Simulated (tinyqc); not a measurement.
Cyclotron resonance of ellipsoidal valleys, Si type: one step. Line shape. Three cases, with inputs chosen for the exercise.

Question. For linear polarisation and one isotropic mass the absorbed power goes as P = [1 + (w^2 + wc^2) tau^2]/([1 + (wc^2 - w^2) tau^2]^2 + 4 w^2 tau^2), w = 2 pi nu. List it for wc/w = 0, 0.5, 0.8, 0.9, 1, 1.1, 1.2, 1.5 and 2, which is B over the resonance field.

Case 1.

Values chosen (out of a larger set: near those of Si; not measured data): nu = 140 GHz (microwave frequency); tau = 46 ps (scattering time).

Case 2.

Values chosen (out of a larger set: near those of Si; not measured data): nu = 9.4 GHz (microwave frequency); tau = 190 ps (scattering time).

Case 3.

Values chosen (out of a larger set: near those of Si; not measured data): nu = 35 GHz (microwave frequency); tau = 37 ps (scattering time).

Give: w tau; Power.

Answer.

Case 1.

w tau = 40.464

Power:
```
wc/w          P
0.0   0.0006104
0.5    0.001354
0.8    0.007614
0.9     0.02886
1.0      0.5001
1.1     0.02885
1.2    0.007583
1.5    0.001267
2.0   0.0003391
```

The largest listed value lies at wc/w = 1.0, 819.3 times the zero-field value. With w tau well above 1 the line is sharp, of relative half width about 1/(w tau). The closest two lines of this crystal are 95.1 % apart, so they are resolved.

Case 2.

w tau = 11.222

Power:
```
wc/w         P
0.0   0.007878
0.5    0.01715
0.8    0.08404
0.9     0.2224
1.0     0.5010
1.1     0.2222
1.2    0.08364
1.5    0.01603
2.0   0.004380
```

The largest listed value lies at wc/w = 1.0, 63.6 times the zero-field value. With w tau well above 1 the line is sharp, of relative half width about 1/(w tau). The closest two lines of this crystal are 43.5 % apart, so they are resolved.

Case 3.

w tau = 8.137

Power:
```
wc/w         P
0.0    0.01488
0.5    0.03182
0.8     0.1394
0.9     0.3029
1.0     0.5019
1.1     0.3025
1.2     0.1386
1.5    0.02969
2.0   0.008278
```

The largest listed value lies at wc/w = 1.0, 33.7 times the zero-field value. With w tau well above 1 the line is sharp, of relative half width about 1/(w tau). The closest two lines of this crystal are 44.5 % apart, so they are resolved.

Computed by tinyqc, one run a case: `OMP_NUM_THREADS=1 python tinyqc.py N N+1 out.jsonl` with N = 1250316, 1250715, 1250973; one thread of a shared Intel(R) Xeon(R) Processor @ 2.30GHz, about 0.01 s a run at most.
